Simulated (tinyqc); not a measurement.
Which input was changed? Model: low-temperature mobility of a two-dimensional electron gas with static screening. Computed by tinyqc, a small Python program. Command: `OMP_NUM_THREADS=1 python tinyqc.py 3027138 3027139 out.jsonl twodeg which`. One thread of a shared host (Intel(R) Xeon(R) Processor @ 2.30GHz), about 0.2 s of CPU time with the checks.

One subband is filled, the gas is degenerate and scatters at the Fermi circle; one permittivity serves on both sides of the interface. All formulas are in SI units, masses times m_0. Piezoelectric and polar phonons are left out, and n_s is taken as set by a gate, independent of N_i.

Inputs (values chosen for the exercise, modelled on an InAs channel): in-plane mass m = 0.0293 m_0; mass across the layer m_z = 0.0299 m_0; permittivity eps = 15.1; valley degeneracy g_v = 1; sheet density n_s = 4.4e+11 1/cm^2; depletion charge N_d = 5.1e+10 1/cm^2; roughness height Delta = 0.42 nm; correlation length Lambda = 1.1 nm; remote charge density N_i = 1.8e+11 1/cm^2; distance d of the charges from the interface = 10 nm; density rho = 5680 kg/m^3; sound velocity v_l = 4190 m/s; deformation potential D_A = 6.9 eV; temperature T = 60 K.

Wave function: ideal sheet. Roughness spectrum: exponential.

Constants: m_0 = 9.1093837015e-31 kg; e = 1.602176634e-19 C; eps_0 = 8.8541878128e-12 F/m; hbar = 1.054571817e-34 J s; k_B = 1.380649e-23 J/K.

Method:
- k_F = sqrt(2 pi n_s/g_v); E_F = hbar^2 k_F^2/(2 m); q_TF = g_v m e^2/(2 pi eps eps_0 hbar^2); Fang-Howard parameter b = [12 m_z e^2 (N_d + 11 n_s/32)/(eps eps_0 hbar^2)]^(1/3), mean depth 3/b; effective field F = e (N_d + n_s/2)/(eps eps_0).
- Form factors of a sheet of zero thickness: G(q) = 1, P(q) = exp(-q d). Dielectric function eps(q) = 1 + q_TF G(q)/q, with q = 2 k_F sin(theta/2).
- Roughness: <|U|^2> = (e F)^2 S(q), S = pi Delta^2 Lambda^2/(1 + q^2 Lambda^2/2)^(3/2).
- 1/tau_t = (m/(pi hbar^3)) int_0^pi (1 - cos theta) <|U|^2>/eps(q)^2 dtheta; the quantum rate 1/tau_q drops the factor (1 - cos theta); 200 Gauss-Legendre points in s with theta = pi s^2, s from 0 to 1; mu = e tau_t/m.
- Remote charges: <|U|^2> = N_i [e^2 P(q)/(2 eps eps_0 q)]^2.
- Unscreened deformation potential in equipartition: 1/tau = m D_A^2 k_B T I/(rho v_l^2 hbar^3), I = int |psi|^4 dz = 3 b/16 for the Fang-Howard function (used for both wave-function options); mu = e tau/m. Bloch-Grueneisen temperature T_BG = 2 hbar v_l k_F/k_B.
- At the Fermi circle the rates add, so 1/mu is the sum; sheet resistance 1/(n_s e mu); mean free path hbar k_F mu/e; the quantum time adds the rates 1/tau_q, with the isotropic acoustic rate e/(m mu).

Question. One of these inputs alone was changed, within the range given: permittivity eps (7.55 to 30.2); sheet density n_s (2.2e+11 to 8.8e+11); depletion charge N_d (2.55e+10 to 1.02e+11); mass across the layer m_z (0.01495 to 0.0598). Which one, and to what value?

Results:
```
run     roughness mobility (cm^2/(V s))  remote-charge mobility (cm^2/(V s))  Dingle ratio tau_t/tau_q
before                     2.526802e+07                             565190.1                  27.95407
after                      3.566835e+07                             412652.0                  23.37819
```

Answer.

Each candidate set to reproduce roughness mobility, and what it then gives:
```
candidate                              range searched  value needed  remote-charge mobility (cm^2/(V s))  Dingle ratio tau_t/tau_q
permittivity eps                         7.55 to 30.2         18.69                           7.1539e+05                    31.559
sheet density n_s (1/cm^2)         2.2e+11 to 8.8e+11      3.610e11                           4.1265e+05                    23.378
depletion charge N_d (1/cm^2)    2.55e+10 to 1.02e+11  out of reach                                    -                         -
mass across the layer m_z (m_0)     0.01495 to 0.0598     no effect                                    -                         -
```

Only sheet density n_s fits every result: it went from 4.4e+11 to 3.61e11 1/cm^2. The next best candidate, permittivity eps, misses one result by 73 %.

Caution: E_F exceeds 1.1 (hbar^2 e^2 F^2/2 m_z)^(1/3), of the order of the first subband spacing (1.75 times that in a triangular well, less with self-consistent band bending), so a second subband may fill.
